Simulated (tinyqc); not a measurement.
Worked calculation (part 1 of 2): UKS/BLYP in the sto-6g basis, for BeH, spin multiplicity 2. Computed by tinyqc, a small Python program that keeps every step (integrals from PySCF). Settings: charge = 0, multiplicity = 2, basis = sto-6g, energy threshold = 1e-10, iteration cap = 50, orthogonalisation = symmetric, start = Wolfsberg-Helmholz matrix, DIIS depth = 4, damping = 0.3, method = UKS, functional = blyp, grid = [10, 26]. Command: `OMP_NUM_THREADS=1 python tinyqc.py 20196 20197 out.jsonl` (the two numbers bound the seeds that draw the settings). One thread of a shared host (Intel(R) Xeon(R) Processor @ 2.60GHz), about 3 s of CPU time with the checks. Later iterations appear only in the table of the cycle.

## One-electron integrals

Geometry (angstrom):
```
atom        x        y        z
Be    0.00000  0.00000  0.00000
H     0.00000  0.00000  1.90300
```

Basis sto-6g: exponents (1/bohr^2) and contraction coefficients of normalised primitives:
```
element  l (shell)   exponent  coefficient
Be           s (1)  312.87049      0.00916
Be           s (1)   57.36446      0.04936
Be           s (1)   16.04851      0.16854
Be           s (1)    5.51310      0.37056
Be           s (1)    2.14090      0.41649
Be           s (1)    0.88174      0.13033
Be           s (2)   13.63325     -0.01325
Be           s (2)    2.69838     -0.04699
Be           s (2)    0.83865     -0.03379
Be           s (2)    0.32266      0.25024
Be           s (2)    0.14013      0.59512
Be           s (2)    0.06423      0.24071
Be           p (3)   13.63325      0.00376
Be           p (3)    2.69838      0.03768
Be           p (3)    0.83865      0.17390
Be           p (3)    0.32266      0.41804
Be           p (3)    0.14013      0.42586
Be           p (3)    0.06423      0.10171
H            s (1)   35.52322      0.00916
H            s (1)    6.51314      0.04936
H            s (1)    1.82214      0.16854
H            s (1)    0.62596      0.37056
H            s (1)    0.24308      0.41649
H            s (1)    0.10011      0.13033
```

Overlap, kinetic and nuclear-attraction integrals over the contracted functions; the nuclear repulsion is the sum of Za Zb / Rab.

nuclear repulsion = 1.1123010 hartree

overlap S, order 1Be 1s, 1Be 2s, 1Be 2px, 1Be 2py, 1Be 2pz, 2H 1s:
$$\begin{pmatrix}
1.00000 & 0.25476 & 0.00000 & 0.00000 & 0.00000 & 0.02032 \\
0.25476 & 1.00000 & 0.00000 & 0.00000 & 0.00000 & 0.26132 \\
0.00000 & 0.00000 & 1.00000 & 0.00000 & 0.00000 & 0.00000 \\
0.00000 & 0.00000 & 0.00000 & 1.00000 & 0.00000 & 0.00000 \\
0.00000 & 0.00000 & 0.00000 & 0.00000 & 1.00000 & 0.34165 \\
0.02032 & 0.26132 & 0.00000 & 0.00000 & 0.34165 & 1.00000
\end{pmatrix}$$

kinetic energy T (hartree), order 1Be 1s, 1Be 2s, 1Be 2px, 1Be 2py, 1Be 2pz, 2H 1s:
$$\begin{pmatrix}
6.76875 & -0.20738 & 0.00000 & 0.00000 & 0.00000 & -0.00773 \\
-0.20738 & 0.22012 & 0.00000 & 0.00000 & 0.00000 & 0.01065 \\
0.00000 & 0.00000 & 0.66127 & 0.00000 & 0.00000 & 0.00000 \\
0.00000 & 0.00000 & 0.00000 & 0.66127 & 0.00000 & 0.00000 \\
0.00000 & 0.00000 & 0.00000 & 0.00000 & 0.66127 & 0.05752 \\
-0.00773 & 0.01065 & 0.00000 & 0.00000 & 0.05752 & 0.76852
\end{pmatrix}$$

nuclear attraction V (hartree), order 1Be 1s, 1Be 2s, 1Be 2px, 1Be 2py, 1Be 2pz, 2H 1s:
$$\begin{pmatrix}
-14.99287 & -1.72158 & 0.00000 & 0.00000 & -0.00940 & -0.14796 \\
-1.72158 & -2.57476 & 0.00000 & 0.00000 & -0.09096 & -0.58495 \\
0.00000 & 0.00000 & -2.55402 & 0.00000 & 0.00000 & 0.00000 \\
0.00000 & 0.00000 & 0.00000 & -2.55402 & 0.00000 & 0.00000 \\
-0.00940 & -0.09096 & 0.00000 & 0.00000 & -2.61592 & -0.75120 \\
-0.14796 & -0.58495 & 0.00000 & 0.00000 & -0.75120 & -2.35105
\end{pmatrix}$$

core Hamiltonian H = T + V (hartree), order 1Be 1s, 1Be 2s, 1Be 2px, 1Be 2py, 1Be 2pz, 2H 1s:
$$\begin{pmatrix}
-8.22411 & -1.92896 & 0.00000 & 0.00000 & -0.00940 & -0.15570 \\
-1.92896 & -2.35464 & 0.00000 & 0.00000 & -0.09096 & -0.57430 \\
0.00000 & 0.00000 & -1.89275 & 0.00000 & 0.00000 & 0.00000 \\
0.00000 & 0.00000 & 0.00000 & -1.89275 & 0.00000 & 0.00000 \\
-0.00940 & -0.09096 & 0.00000 & 0.00000 & -1.95465 & -0.69368 \\
-0.15570 & -0.57430 & 0.00000 & 0.00000 & -0.69368 & -1.58253
\end{pmatrix}$$

## Two-electron integrals

Functions are numbered as in S; the eight-fold symmetry (ij|kl) = (ji|kl) = (kl|ij) leaves the list below.

Two-electron integrals (ij|kl) in chemists' order, unique and non-zero (hartree):
```
(11|11) 2.30000   (21|11) 0.36188   (21|21) 0.07193   (22|11) 0.57033
(22|21) 0.13965   (22|22) 0.41777   (31|31) 0.01525   (32|31) 0.02255
(32|32) 0.09234   (33|11) 0.57033   (33|21) 0.13965   (33|22) 0.41777
(33|33) 0.45012   (41|41) 0.01525   (42|41) 0.02255   (42|42) 0.09234
(43|43) 0.02426   (44|11) 0.57033   (44|21) 0.13965   (44|22) 0.41777
(44|33) 0.40160   (44|44) 0.45012   (51|51) 0.01525   (52|51) 0.02255
(52|52) 0.09234   (53|53) 0.02426   (54|54) 0.02426   (55|11) 0.57033
(55|21) 0.13965   (55|22) 0.41777   (55|33) 0.40160   (55|44) 0.40160
(55|55) 0.45012   (61|11) 0.02917   (61|21) 0.00566   (61|22) 0.01103
(61|33) 0.01094   (61|44) 0.01094   (61|51) 0.00057   (61|52) 0.00113
(61|55) 0.01121   (61|61) 0.00047   (62|11) 0.10318   (62|21) 0.02586
(62|22) 0.08860   (62|33) 0.08495   (62|44) 0.08495   (62|51) 0.00347
(62|52) 0.02338   (62|55) 0.09590   (62|61) 0.00228   (62|62) 0.03303
(63|31) 0.00201   (63|32) 0.01018   (63|53) 0.00363   (63|63) 0.00236
(64|41) 0.00201   (64|42) 0.01018   (64|54) 0.00363   (64|64) 0.00236
(65|11) 0.12314   (65|21) 0.03115   (65|22) 0.11080   (65|33) 0.10449
(65|44) 0.10449   (65|51) 0.00550   (65|52) 0.03619   (65|55) 0.12341
(65|61) 0.00284   (65|62) 0.04632   (65|65) 0.06609   (66|11) 0.27783
(66|21) 0.07073   (66|22) 0.27057   (66|33) 0.25334   (66|44) 0.25334
(66|51) 0.00928   (66|52) 0.08433   (66|55) 0.30502   (66|61) 0.00631
(66|62) 0.13877   (66|65) 0.20404   (66|66) 0.77500
```

## Orthogonalisation

S = U s U^T; symmetric (Loewdin) form X = U s^(-1/2) U^T, so that X^T S X = 1.

eigenvalues of S: [0.54397, 0.80453, 1.00000, 1.00000, 1.18040, 1.47110]

X, order 1Be 1s, 1Be 2s, 1Be 2px, 1Be 2py, 1Be 2pz, 2H 1s:
$$\begin{pmatrix}
1.02625 & -0.13730 & 0.00000 & 0.00000 & -0.00563 & 0.01841 \\
-0.13730 & 1.05732 & 0.00000 & 0.00000 & 0.04018 & -0.15277 \\
0.00000 & 0.00000 & 1.00000 & 0.00000 & 0.00000 & 0.00000 \\
0.00000 & 0.00000 & 0.00000 & 1.00000 & 0.00000 & 0.00000 \\
-0.00563 & 0.04018 & 0.00000 & 0.00000 & 1.05083 & -0.19424 \\
0.01841 & -0.15277 & 0.00000 & 0.00000 & -0.19424 & 1.08123
\end{pmatrix}$$

## Starting guess

The start is the generalised Wolfsberg-Helmholz matrix (K = 1.75) built on H; D(s) = C_occ C_occ^T for each spin.

D(alpha) at the start, order 1Be 1s, 1Be 2s, 1Be 2px, 1Be 2py, 1Be 2pz, 2H 1s:
$$\begin{pmatrix}
0.98954 & 0.00202 & 0.00000 & 0.00000 & -0.06955 & -0.06397 \\
0.00202 & 0.13314 & 0.00000 & 0.00000 & 0.21996 & 0.17106 \\
0.00000 & 0.00000 & 0.99306 & -0.08302 & 0.00000 & 0.00000 \\
0.00000 & 0.00000 & -0.08302 & 0.00694 & 0.00000 & 0.00000 \\
-0.06955 & 0.21996 & 0.00000 & 0.00000 & 0.36876 & 0.28752 \\
-0.06397 & 0.17106 & 0.00000 & 0.00000 & 0.28752 & 0.22427
\end{pmatrix}$$

D(beta) at the start, order 1Be 1s, 1Be 2s, 1Be 2px, 1Be 2py, 1Be 2pz, 2H 1s:
$$\begin{pmatrix}
0.98954 & 0.00202 & 0.00000 & 0.00000 & -0.06955 & -0.06397 \\
0.00202 & 0.13314 & 0.00000 & 0.00000 & 0.21996 & 0.17106 \\
0.00000 & 0.00000 & 0.00000 & 0.00000 & 0.00000 & 0.00000 \\
0.00000 & 0.00000 & 0.00000 & 0.00000 & 0.00000 & 0.00000 \\
-0.06955 & 0.21996 & 0.00000 & 0.00000 & 0.36876 & 0.28752 \\
-0.06397 & 0.17106 & 0.00000 & 0.00000 & 0.28752 & 0.22427
\end{pmatrix}$$

## Iteration 1: exchange-correlation on the grid

Becke grid with 10 radial and 26 angular points per atom, points of zero weight dropped. rho = sum D_ij phi_i phi_j; V_xc,ij = sum w v_xc phi_i phi_j plus the gradient terms; v_xc is d(rho eps)/d rho(s) for spin s at fixed gradient.

The 16 grid points with the largest w rho, of 515 (bohr, atomic units):
```
x                y         z        w  rho(alpha)  rho(beta)    eps_xc  v_xc(alpha)
0.00000    0.00000   1.85219  1.77123     0.03455    0.03455  -0.33659     -0.44026
-1.30970   0.00000   1.30970  1.61359     0.03133    0.01594  -0.31590     -0.40266
1.30970    0.00000   1.30970  1.61359     0.03133    0.01594  -0.31590     -0.40266
1.85219    0.00000   0.00000  2.04474     0.03237    0.00158  -0.31368     -0.38141
-1.85219   0.00000   0.00000  2.04474     0.03237    0.00158  -0.31368     -0.38141
0.00000    1.30970   1.30970  1.61359     0.01605    0.01594  -0.28073     -0.33202
0.00000   -1.30970   1.30970  1.61359     0.01605    0.01594  -0.28073     -0.33202
-0.50599   0.00000   0.00000  0.06183     0.43158    0.38098  -0.87160     -0.91233
0.50599    0.00000   0.00000  0.06183     0.43158    0.38098  -0.87160     -0.91233
0.00000    0.00000  -0.50599  0.06183     0.40567    0.40567  -0.87748     -0.90350
0.00000    0.00000   0.50599  0.06183     0.39533    0.39533  -0.86551     -0.89625
-1.06936   1.06936   1.06936  1.37368     0.02371    0.01166  -0.29430     -0.36330
1.06936   -1.06936   1.06936  1.37368     0.02371    0.01166  -0.29430     -0.36330
2.16383    0.00000   2.16383  4.81380     0.00635    0.00373  -0.20965     -0.23483
-2.16383   0.00000   2.16383  4.81380     0.00635    0.00373  -0.20965     -0.23483
0.00000   -0.50599   0.00000  0.06183     0.38134    0.38098  -0.87302     -0.88711
```

electrons on the grid, sum of w rho = 4.98245

E_xc = sum of w rho eps_xc = -3.1698477 hartree

V_xc(alpha) (hartree), order 1Be 1s, 1Be 2s, 1Be 2px, 1Be 2py, 1Be 2pz, 2H 1s:
$$\begin{pmatrix}
-1.49932 & -0.19696 & 0.00000 & 0.00000 & -0.00490 & -0.01682 \\
-0.19696 & -0.31849 & 0.00000 & 0.00000 & -0.04724 & -0.08734 \\
0.00000 & 0.00000 & -0.35821 & 0.00822 & 0.00000 & 0.00000 \\
0.00000 & 0.00000 & 0.00822 & -0.27070 & 0.00000 & 0.00000 \\
-0.00490 & -0.04724 & 0.00000 & 0.00000 & -0.32559 & -0.11701 \\
-0.01682 & -0.08734 & 0.00000 & 0.00000 & -0.11701 & -0.39455
\end{pmatrix}$$

V_xc(beta) (hartree), order 1Be 1s, 1Be 2s, 1Be 2px, 1Be 2py, 1Be 2pz, 2H 1s:
$$\begin{pmatrix}
-1.49139 & -0.18965 & 0.00000 & 0.00000 & -0.00504 & -0.01640 \\
-0.18965 & -0.27404 & 0.00000 & 0.00000 & -0.05117 & -0.08465 \\
0.00000 & 0.00000 & -0.25466 & 0.00009 & 0.00000 & 0.00000 \\
0.00000 & 0.00000 & 0.00009 & -0.25222 & 0.00000 & 0.00000 \\
-0.00504 & -0.05117 & 0.00000 & 0.00000 & -0.31376 & -0.11620 \\
-0.01640 & -0.08465 & 0.00000 & 0.00000 & -0.11620 & -0.39447
\end{pmatrix}$$

## Iteration 1: building the Kohn-Sham matrix

J_ij = sum D_kl (ij|kl) with D = D(alpha) + D(beta); F = H + J + V_xc; E = tr D H + tr D J / 2 + E_xc + E_nn.

Coulomb J (hartree), order 1Be 1s, 1Be 2s, 1Be 2px, 1Be 2py, 1Be 2pz, 2H 1s:
$$\begin{pmatrix}
6.02699 & 1.08041 & 0.00000 & 0.00000 & 0.02832 & 0.08829 \\
1.08041 & 2.27358 & 0.00000 & 0.00000 & 0.17012 & 0.54082 \\
0.00000 & 0.00000 & 2.27620 & -0.00403 & 0.00000 & 0.00000 \\
0.00000 & 0.00000 & -0.00403 & 2.22836 & 0.00000 & 0.00000 \\
0.02832 & 0.17012 & 0.00000 & 0.00000 & 2.31617 & 0.69776 \\
0.08829 & 0.54082 & 0.00000 & 0.00000 & 0.69776 & 1.84800
\end{pmatrix}$$

F(alpha) (hartree), order 1Be 1s, 1Be 2s, 1Be 2px, 1Be 2py, 1Be 2pz, 2H 1s:
$$\begin{pmatrix}
-3.69644 & -1.04551 & 0.00000 & 0.00000 & 0.01402 & -0.08423 \\
-1.04551 & -0.39955 & 0.00000 & 0.00000 & 0.03192 & -0.12083 \\
0.00000 & 0.00000 & 0.02524 & 0.00419 & 0.00000 & 0.00000 \\
0.00000 & 0.00000 & 0.00419 & 0.06491 & 0.00000 & 0.00000 \\
0.01402 & 0.03192 & 0.00000 & 0.00000 & 0.03593 & -0.11292 \\
-0.08423 & -0.12083 & 0.00000 & 0.00000 & -0.11292 & -0.12907
\end{pmatrix}$$

F(beta) (hartree), order 1Be 1s, 1Be 2s, 1Be 2px, 1Be 2py, 1Be 2pz, 2H 1s:
$$\begin{pmatrix}
-3.68851 & -1.03820 & 0.00000 & 0.00000 & 0.01388 & -0.08380 \\
-1.03820 & -0.35510 & 0.00000 & 0.00000 & 0.02798 & -0.11814 \\
0.00000 & 0.00000 & 0.12879 & -0.00394 & 0.00000 & 0.00000 \\
0.00000 & 0.00000 & -0.00394 & 0.08339 & 0.00000 & 0.00000 \\
0.01388 & 0.02798 & 0.00000 & 0.00000 & 0.04776 & -0.11212 \\
-0.08380 & -0.11814 & 0.00000 & 0.00000 & -0.11212 & -0.12899
\end{pmatrix}$$

total energy of this density = -14.9250630 hartree

This density is the starting one.

## Iteration 1: diagonalisation and new density

Diagonalise F' = X^T F X, C = X C', fill 3 alpha and 2 beta electrons from the bottom; D(s) = C_occ C_occ^T; the new density keeps 0.3 of the old one (damping). Each column has its largest component positive (the first on a tie).

F' = X^T F X (alpha) (hartree):
$$\begin{pmatrix}
-3.60868 & -0.56638 & 0.00000 & 0.00000 & 0.00159 & 0.00978 \\
-0.56638 & -0.17630 & 0.00000 & 0.00000 & 0.06559 & -0.09019 \\
0.00000 & 0.00000 & 0.02524 & 0.00419 & 0.00000 & 0.00000 \\
0.00000 & 0.00000 & 0.00419 & 0.06491 & 0.00000 & 0.00000 \\
0.00159 & 0.06559 & 0.00000 & 0.00000 & 0.08485 & -0.12473 \\
0.00978 & -0.09019 & 0.00000 & 0.00000 & -0.12473 & -0.06844
\end{pmatrix}$$

orbital energies (alpha) (hartree): MO1 -3.69977, MO2 -0.17590, MO3 -0.08492, MO4 0.02480, MO5 0.06535, MO6 0.19201

coefficients C (alpha), order 1Be 1s, 1Be 2s, 1Be 2px, 1Be 2py, 1Be 2pz, 2H 1s:
$$\begin{pmatrix}
0.99146 & -0.16954 & -0.21808 & 0.00000 & 0.00000 & -0.11453 \\
0.03203 & 0.54231 & 0.79804 & 0.00000 & 0.00000 & 0.47931 \\
0.00000 & 0.00000 & 0.00000 & 0.99459 & 0.10391 & 0.00000 \\
0.00000 & 0.00000 & 0.00000 & -0.10391 & 0.99459 & 0.00000 \\
-0.00270 & 0.10143 & -0.49165 & 0.00000 & 0.00000 & 0.94425 \\
-0.00420 & 0.68940 & -0.44091 & 0.00000 & 0.00000 & -0.74884
\end{pmatrix}$$

F' = X^T F X (beta) (hartree):
$$\begin{pmatrix}
-3.60155 & -0.56580 & 0.00000 & 0.00000 & 0.00197 & 0.00969 \\
-0.56580 & -0.12975 & 0.00000 & 0.00000 & 0.06285 & -0.09324 \\
0.00000 & 0.00000 & 0.12879 & -0.00394 & 0.00000 & 0.00000 \\
0.00000 & 0.00000 & -0.00394 & 0.08339 & 0.00000 & 0.00000 \\
0.00197 & 0.06285 & 0.00000 & 0.00000 & 0.09728 & -0.12563 \\
0.00969 & -0.09324 & 0.00000 & 0.00000 & -0.12563 & -0.06835
\end{pmatrix}$$

orbital energies (beta) (hartree): MO1 -3.69148, MO2 -0.16540, MO3 -0.05151, MO4 0.08305, MO5 0.12913, MO6 0.20602

coefficients C (beta), order 1Be 1s, 1Be 2s, 1Be 2px, 1Be 2py, 1Be 2pz, 2H 1s:
$$\begin{pmatrix}
0.99201 & -0.12869 & -0.23744 & 0.00000 & 0.00000 & -0.12407 \\
0.03005 & 0.39527 & 0.86009 & 0.00000 & 0.00000 & 0.51462 \\
0.00000 & 0.00000 & 0.00000 & 0.08583 & 0.99631 & 0.00000 \\
0.00000 & 0.00000 & 0.00000 & 0.99631 & -0.08583 & 0.00000 \\
-0.00274 & 0.15706 & -0.49694 & 0.00000 & 0.00000 & 0.93381 \\
-0.00381 & 0.76885 & -0.30214 & 0.00000 & 0.00000 & -0.74029
\end{pmatrix}$$

D(alpha) after iteration 1, order 1Be 1s, 1Be 2s, 1Be 2px, 1Be 2py, 1Be 2pz, 2H 1s:
$$\begin{pmatrix}
1.03837 & -0.16335 & 0.00000 & 0.00000 & 0.04028 & -0.03662 \\
-0.16335 & 0.69234 & 0.00000 & 0.00000 & -0.17022 & 0.06663 \\
0.00000 & 0.00000 & 0.29792 & -0.02491 & 0.00000 & 0.00000 \\
0.00000 & 0.00000 & -0.02491 & 0.00208 & 0.00000 & 0.00000 \\
0.04028 & -0.17022 & 0.00000 & 0.00000 & 0.28704 & 0.28695 \\
-0.03662 & 0.06663 & 0.00000 & 0.00000 & 0.28695 & 0.53607
\end{pmatrix}$$

D(beta) after iteration 1, order 1Be 1s, 1Be 2s, 1Be 2px, 1Be 2py, 1Be 2pz, 2H 1s:
$$\begin{pmatrix}
0.99732 & -0.01413 & 0.00000 & 0.00000 & -0.03692 & -0.09110 \\
-0.01413 & 0.14994 & 0.00000 & 0.00000 & 0.10939 & 0.26397 \\
0.00000 & 0.00000 & 0.00000 & 0.00000 & 0.00000 & 0.00000 \\
0.00000 & 0.00000 & 0.00000 & 0.00000 & 0.00000 & 0.00000 \\
-0.03692 & 0.10939 & 0.00000 & 0.00000 & 0.12790 & 0.17079 \\
-0.09110 & 0.26397 & 0.00000 & 0.00000 & 0.17079 & 0.48108
\end{pmatrix}$$

## Iteration 2: exchange-correlation on the grid

As before.

The 16 grid points with the largest w rho, of 515 (bohr, atomic units):
```
x                y         z        w  rho(alpha)  rho(beta)    eps_xc  v_xc(alpha)
0.00000    0.00000   1.85219  1.77123     0.02446    0.02339  -0.29848     -0.39436
0.00000    0.00000  -0.50599  0.06183     0.39545    0.39169  -0.87416     -0.89478
0.00000    0.00000   0.50599  0.06183     0.40040    0.38530  -0.87430     -0.89811
-0.50599   0.00000   0.00000  0.06183     0.39771    0.38157  -0.87460     -0.89470
0.50599    0.00000   0.00000  0.06183     0.39771    0.38157  -0.87460     -0.89470
0.00000    0.00000  -1.85219  2.04479     0.02188    0.00166  -0.27542     -0.33419
0.00000    0.50599   0.00000  0.06183     0.38264    0.38157  -0.87522     -0.88858
0.00000   -0.50599   0.00000  0.06183     0.38264    0.38157  -0.87522     -0.88858
-1.30970   0.00000   1.30970  1.61359     0.01482    0.00952  -0.25582     -0.31782
1.30970    0.00000   1.30970  1.61359     0.01482    0.00952  -0.25582     -0.31782
-0.35779   0.00000  -0.35779  0.04946     0.39615    0.38734  -0.87434     -0.89444
0.35779    0.00000  -0.35779  0.04946     0.39615    0.38734  -0.87434     -0.89444
0.35779    0.00000   0.35779  0.04946     0.39944    0.38270  -0.87451     -0.89669
-0.35779   0.00000   0.35779  0.04946     0.39944    0.38270  -0.87451     -0.89669
0.00000   -0.35779  -0.35779  0.04946     0.38862    0.38734  -0.87463     -0.89120
0.00000    0.35779  -0.35779  0.04946     0.38862    0.38734  -0.87463     -0.89120
```

electrons on the grid, sum of w rho = 4.96730

E_xc = sum of w rho eps_xc = -3.2120198 hartree

V_xc(alpha) (hartree), order 1Be 1s, 1Be 2s, 1Be 2px, 1Be 2py, 1Be 2pz, 2H 1s:
$$\begin{pmatrix}
-1.50539 & -0.19412 & 0.00000 & 0.00000 & 0.00153 & -0.01625 \\
-0.19412 & -0.31172 & 0.00000 & 0.00000 & 0.00027 & -0.08730 \\
0.00000 & 0.00000 & -0.31529 & 0.00286 & 0.00000 & 0.00000 \\
0.00000 & 0.00000 & 0.00286 & -0.28217 & 0.00000 & 0.00000 \\
0.00153 & 0.00027 & 0.00000 & 0.00000 & -0.33698 & -0.11927 \\
-0.01625 & -0.08730 & 0.00000 & 0.00000 & -0.11927 & -0.45712
\end{pmatrix}$$

V_xc(beta) (hartree), order 1Be 1s, 1Be 2s, 1Be 2px, 1Be 2py, 1Be 2pz, 2H 1s:
$$\begin{pmatrix}
-1.49000 & -0.18727 & 0.00000 & 0.00000 & -0.00228 & -0.01594 \\
-0.18727 & -0.26342 & 0.00000 & 0.00000 & -0.03330 & -0.08499 \\
0.00000 & 0.00000 & -0.24896 & 0.00017 & 0.00000 & 0.00000 \\
0.00000 & 0.00000 & 0.00017 & -0.24660 & 0.00000 & 0.00000 \\
-0.00228 & -0.03330 & 0.00000 & 0.00000 & -0.29342 & -0.11826 \\
-0.01594 & -0.08499 & 0.00000 & 0.00000 & -0.11826 & -0.44790
\end{pmatrix}$$

## Iteration 2: building the Kohn-Sham matrix

As before.

Coulomb J (hartree), order 1Be 1s, 1Be 2s, 1Be 2px, 1Be 2py, 1Be 2pz, 2H 1s:
$$\begin{pmatrix}
5.89786 & 1.04474 & 0.00000 & 0.00000 & 0.01398 & 0.08487 \\
1.04474 & 2.19442 & 0.00000 & 0.00000 & 0.12299 & 0.54276 \\
0.00000 & 0.00000 & 2.17163 & -0.00121 & 0.00000 & 0.00000 \\
0.00000 & 0.00000 & -0.00121 & 2.15727 & 0.00000 & 0.00000 \\
0.01398 & 0.12299 & 0.00000 & 0.00000 & 2.25437 & 0.70907 \\
0.08487 & 0.54276 & 0.00000 & 0.00000 & 0.70907 & 2.02597
\end{pmatrix}$$

F(alpha) (hartree), order 1Be 1s, 1Be 2s, 1Be 2px, 1Be 2py, 1Be 2pz, 2H 1s:
$$\begin{pmatrix}
-3.83164 & -1.07835 & 0.00000 & 0.00000 & 0.00612 & -0.08708 \\
-1.07835 & -0.47193 & 0.00000 & 0.00000 & 0.03230 & -0.11884 \\
0.00000 & 0.00000 & -0.03642 & 0.00165 & 0.00000 & 0.00000 \\
0.00000 & 0.00000 & 0.00165 & -0.01765 & 0.00000 & 0.00000 \\
0.00612 & 0.03230 & 0.00000 & 0.00000 & -0.03727 & -0.10388 \\
-0.08708 & -0.11884 & 0.00000 & 0.00000 & -0.10388 & -0.01368
\end{pmatrix}$$

F(beta) (hartree), order 1Be 1s, 1Be 2s, 1Be 2px, 1Be 2py, 1Be 2pz, 2H 1s:
$$\begin{pmatrix}
-3.81626 & -1.07149 & 0.00000 & 0.00000 & 0.00230 & -0.08677 \\
-1.07149 & -0.42363 & 0.00000 & 0.00000 & -0.00127 & -0.11653 \\
0.00000 & 0.00000 & 0.02991 & -0.00104 & 0.00000 & 0.00000 \\
0.00000 & 0.00000 & -0.00104 & 0.01792 & 0.00000 & 0.00000 \\
0.00230 & -0.00127 & 0.00000 & 0.00000 & 0.00629 & -0.10287 \\
-0.08677 & -0.11653 & 0.00000 & 0.00000 & -0.10287 & -0.00446
\end{pmatrix}$$

total energy of this density = -15.0411907 hartree

This density is a damped mixture and is not idempotent.
